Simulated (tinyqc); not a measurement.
What moves the results: valley splitting of a silicon quantum well in envelope theory. A value that a table varies takes the place of the one given here.

The well lies at 0 < z < L; U(z) = V0 [1/(1 + exp(z/w)) + 1/(1 + exp((L - z)/w))] - e F z, 1 mV/nm = 1e-4 eV/angstrom. The envelope psi solves -(c/ml) psi'' + U psi = E psi, c = hbar^2/2m0, by three-point differences on a grid of 0.1 angstrom from -40 to L + 40 angstrom. The two valleys at +/- k0 couple through D = C0 times the integral of exp(-i q z) U(z) psi^2, q = 2 k0 (2 pi/a), and split by Ev = 2|D|.

Random alloy: with Y(z) = Yw + (Yb - Yw) B(z), B the bracket in U, and in-plane density exp(-r^2/ad^2)/(pi ad^2), D gains a random complex part of variance sigma^2 = (C0^2/pi)(a^2 V0/(8 ad (Yb - Yw)))^2 (4/a) times the integral of psi^4 Y (1 - Y). Alone it gives a mean splitting sqrt(pi) sigma; together with the smooth part the rms splitting is 2 sqrt(|D|^2 + sigma^2).

Constants: hbar^2/2m0 = 3.80998211 eV angstrom^2.

Inputs chosen for the exercise (near those of a strained Si well in SiGe; shifted at random, so the results belong to these values and not to a real crystal): L = 30 angstrom (well width); V0 = 0.19 eV (conduction offset); ml = 0.91 m0 (mass along z); F = 13.9 mV/nm (field pressing towards the upper interface); k0 = 0.832 2 pi/a (valley position); a = 5.431 angstrom (lattice constant); C0 = 0.236 (Bloch overlap factor); Yb = 0.31 (Ge share of the barrier); Yw = 0.02 (Ge share of the well); ad = 150 angstrom (dot radius); ws = (0.2, 0.6, 1, 1.5, 2.1, 3, 4.5) angstrom (interface widths); Ls = (30, 31.4, 32.7, 34.1, 35.4, 36.8, 38.1, 39.5) angstrom (widths in steps of one atomic layer, a/4, rounded to the grid); F2 = 0.5 mV/nm (second field, zero or weak); w1 = 0.4 angstrom (interface width for this table); w = 0.4 angstrom (interface width parameter).

## Sharpness of the interface

The smooth part 2|D| and the disorder part against w, beside y/sinh(y) with y = pi q w. The 12 to 88 % width of the step is 4w.

Results:
```
w (angstrom)  4w (angstrom)  2|D| (micro-eV)  y/sinh(y)  sqrt(pi) sigma (micro-eV)
0.2                     0.8           307.16       0.79                       90.9
0.6                     2.4            69.37       0.19                       92.0
1.0                     4.0            15.34      0.029                       93.9
1.5                     6.0             1.78     0.0021                       97.6
2.1                     8.4             0.09    7.7e-05                      104.1
3.0                    12.0             0.00    4.8e-07                      117.8
4.5                    18.0             0.00    8.2e-11                      144.9
```

The smooth part needs a Fourier component of U psi^2 at a wavelength of 3.26 angstrom; from the first row to the third it falls by a factor 20, while y/sinh(y) falls by 27.7 (the envelope near the step and the phase between the two interfaces change too). The disorder part goes from 90.9 to 144.9 micro-eV, growing as the electron overlaps more alloy. It takes over between w = 0.2 and 0.6 angstrom, that is a step 0.8 to 2.4 angstrom wide, with 1.36 angstrom to an atomic layer.

## Adding atomic layers

The smooth splitting Ev = 2|D| with w = w1, at the field F2 and at F.

Results:
```
L (angstrom)  q L mod 2 pi  Ev at F2 (micro-eV)  Ev at F (micro-eV)
30.0                  1.20                 32.1                 153
31.4                  3.90                  252                 283
32.7                  0.12                 97.6                 175
34.1                  2.81                  166                 215
35.4                  5.32                  160                 210
36.8                  1.73                 62.9                 159
38.1                  4.23                  162                 207
39.5                  0.64                 27.4                 151
```

At F2 the splitting swings between 27.4 and 252 micro-eV, a ratio of 9.22, as the two interfaces add with the phase q L, which advances on average by 2.61 rad a layer. At F the ratio is 1.87, where in the first row psi^2 at the upper interface is 2.87 times that at the lower one: the field unbalances the two contributions, which fills in the minima.

## What each parameter does

Orbital spacing, psi^2 at z = L, the smooth splitting and sigma; V0 is held fixed when Yw changes. Each row changes one parameter from the base and keeps the others.

Results:
```
case               E2 - E1 (meV)  psi^2(L) (1e-3/angstrom)  2|D| (micro-eV)  sigma (micro-eV)
base                       75.80                    11.078           152.63              51.6
ad = 190 angstrom          75.80                    11.078           152.63              40.7
Yw = 0.05                  75.80                    11.078           152.63              87.8
L = 36 angstrom            60.32                     9.043           163.44              48.4
V0 = 0.237 eV              81.41                     9.269           150.13              64.6
w = 0.52 angstrom          76.00                    11.000            94.73              51.8
F = 20.85 mV/nm            76.84                    13.653           226.75              52.7
k0 = 0.812 2 pi/a          75.80                    11.078           223.66              51.6
C0 = 0.283                 75.80                    11.078           183.02              61.8
```

The largest shifts from the base row, up to three for each result and ties (the steps differ in size, so this ranks the rows, not the parameters). E2 - E1 (meV): L -15.48, V0 +5.62, F +1.04; unchanged at the printed digits by ad, Yw, k0 and C0. psi^2(L) (1e-3/angstrom): F +2.575, L -2.034, V0 -1.809; unchanged at the printed digits by ad, Yw, k0 and C0. 2|D| (micro-eV): F +74.12, k0 +71.03, w -57.90; unchanged at the printed digits by ad and Yw. sigma (micro-eV): Yw +36.2, V0 +13.1, ad -10.9; unchanged at the printed digits by k0.

Program tinyqc; command `OMP_NUM_THREADS=1 python tinyqc.py 1250119 1250120 out.jsonl`; about 0.06 s on one thread of a shared Intel(R) Xeon(R) Processor @ 2.30GHz.
